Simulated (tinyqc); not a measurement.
Worked calculation: RKS/PBE in the sto-3g basis, for H3+, spin multiplicity 1. One step of it, computed by the program tinyqc.

Question. Iteration 1: diagonalisation and new density. Diagonalise F' = X^T F X, C = X C', fill 1 alpha and 1 beta electrons from the bottom; D = 2 C_occ C_occ^T. Each column has its largest component positive (the first on a tie).

Kohn-Sham matrix F (hartree), lower triangle:
```
           1H 1s      2H 1s      3H 1s
1H 1s  -0.770917
2H 1s  -0.631722  -0.811306
3H 1s  -0.514511  -0.200312  -0.427541
```

X, lower triangle:
```
           1H 1s     2H 1s     3H 1s
1H 1s   1.353477
2H 1s  -0.397569  1.165804
3H 1s  -0.396100  0.069654  1.164637
```

Give: F' = X^T F X; orbital energies; coefficients C; D after iteration 1.

Answer.

F' = X^T F X (hartree), lower triangle:
```
         1        2        3
1  -0.4391
2  -0.3255  -0.6450
3  -0.3195   0.0667  -0.2277
```

orbital energies (hartree): MO1 -0.9157, MO2 -0.4885, MO3 0.0923

coefficients C:
```
          MO1      MO2      MO3
1H 1s  0.4998  -0.5484   1.2635
2H 1s  0.6020   0.8217  -0.6960
3H 1s  0.0627  -0.5773  -1.0867
```

D after iteration 1, lower triangle:
```
        1H 1s   2H 1s   3H 1s
1H 1s  0.4995
2H 1s  0.6017  0.7247
3H 1s  0.0627  0.0755  0.0079
```
